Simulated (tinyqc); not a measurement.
# Thin film between two gates, subbands and threshold shift from confinement: two studies

Undoped body with a flat potential across it, hard walls, transport along x. One isotropic valley (g = 1, mx = my = mz = me). Non-parabolicity enters the subband edges through E (1 + al E) = gamma, so E = 2 gamma/(1 + sqrt(1 + 4 al gamma)); motion within a subband is taken as parabolic with the band-edge mass. Energies are counted from the bulk band edge.

Inputs (values chosen for the exercise); masses close to those of GaN:
```
symbol  value     unit                                                meaning
T         300        K                                            temperature
me      0.198       m0                                  mass at the band edge
al        0.2     1/eV                                       non-parabolicity
t         8.1       nm                               film thickness (along z)
dl          0       nm  widening of the box by penetration into the insulator
Cg        3.9  uF/cm^2                 gate capacitance per area of interface
```

Constants: q = 1.602176634e-19 C, kB = 1.380649e-23 J/K, hbar = 1.054571817e-34 J s, m0 = 9.1093837015e-31 kg, Vt = kB T/q, hbar^2/(2 m0) = 0.0380998212 eV nm^2. Results are converted to the units shown.

Each table varies one quantity; the others keep the values above.

## Confinement against the film thickness

gamma = C (pi k/(t + dl))^2/mz, C = hbar^2/(2 m0). Each subband has N_k = g sqrt(mx my) m0 kB T/(pi hbar^2); without degeneracy n = exp(EF/Vt) sum N_k exp(-E_k/Vt). Classical value Nc times t, Nc = sum over valleys of 2 g (m m0 kB T/(2 pi hbar^2))^1.5 with m = (mx my mz)^(1/3). Threshold shift dVT = Vt ln(classical value/sum N_k exp(-E_k/Vt)). With degeneracy n = sum N_k F((EF - E_k)/Vt), F(x) = ln(1 + exp(x)); gate: Vg = EF + q n/(Cg P), P = 2 (both faces), summed over the 60 lowest subbands at most, with Vg counted from the value that would put EF at the bulk band edge of an empty body. The last two columns are for Vg = 0.5 V; sensitivity d(dVT)/dt by central differences between 0.99 and 1.01 times the value.

Confinement against the film thickness:
```
t (nm)  E_1 (meV)  gap to the next edge (meV)  dVT (mV)  sensitivity (mV/nm)  n/P (cm^-2)  share of the lowest subband (%)
2           436.7                        1031     395.9               -391.3     1.138e12                            100.0
2.7         248.2                       637.1     215.2               -166.0     3.869e12                            100.0
3.6         142.5                       387.5     116.9               -69.85     5.481e12                            100.0
4.7         84.54                       238.5     65.89               -29.90     6.381e12                            99.39
6.3         47.40                       137.2     36.19               -11.01     7.334e12                            85.37
8.4         26.77                       78.67     21.91               -4.111     8.203e12                            68.75
11          15.65                       46.37     14.79               -1.831     8.856e12                            56.40
15          8.426                       25.11     9.914              -0.8154     9.503e12                            44.26
20          4.743                       14.18     7.024              -0.4102     1.001e13                            35.14
```

Read the table: what changes, and by how much?

As t grows from 2 to 20 nm, E_1 falls from 437 to 4.74 meV and dVT falls from 396 to 7.02 mV. E_1 goes as t^(-1.88) at the thin end (-2 for a parabolic band without penetration); a thickness error of 0.2 nm moves the threshold by 78 mV in the first row and 0.082 mV in the last. The charge per interface area rises from 1.14e12 to 1.00e13 cm^-2. For t = 2, 2.7 the body is too thin for bulk effective masses to be reliable. For t = 2.7, 3.6, 4.7, 6.3, 8.4, 11, 15, 20 the charge in the last two columns would bend the potential across the body by some 30 mV or more, which is left out.

## Charge and subband filling against gate voltage

Same model as above.

Each subband has N_k = g sqrt(mx my) m0 kB T/(pi hbar^2). Cq = q dn/dEF.

Charge and subband filling against gate voltage:
```
Vg (V)  EF - E_1 (eV)  n (cm^-2)  n/P (cm^-2)  share of the lowest subband (%)  Cq/(Cg P)  total C/(Cg P)
-0.12         -0.1489    6.981e9      3.491e9                            96.30   0.005539        0.005508
0.01         -0.03090   5.900e11     2.950e11                            95.82     0.4142          0.2929
0.13          0.03129   3.405e12     1.702e12                            92.39      1.503          0.6004
0.26          0.07594   7.559e12     3.780e12                            84.55      2.331          0.6998
0.38           0.1089   1.180e13     5.898e12                            76.64      2.922          0.7450
0.51           0.1405   1.659e13     8.295e12                            70.08      3.292          0.7670
0.63           0.1677   2.111e13     1.055e13                            65.71      3.532          0.7794
0.76           0.1954   2.608e13     1.304e13                            61.97      3.856          0.7941
0.88           0.2192   3.077e13     1.538e13                            58.93      4.236          0.8090
```

Read the table: what changes, and by how much?

EF passes E_1 = 0.0288 eV at Vg = 0.0609 V. The share of the lowest subband falls from 96.3 to 58.9 % and the total capacitance rises from 0.00551 to 0.809 of Cg P. Between the last two rows 20 % of the added gate voltage goes into raising EF. For Vg = 0.13, 0.26, 0.38, 0.51, 0.63, 0.76, 0.88 the charge would bend the potential across the body by some 30 mV or more, which is left out.

Computed by the program tinyqc: `OMP_NUM_THREADS=1 python tinyqc.py 2350173 2350174 out.jsonl`, one thread of a shared Intel Xeon 2.30GHz, about 0.04 s for the whole run.
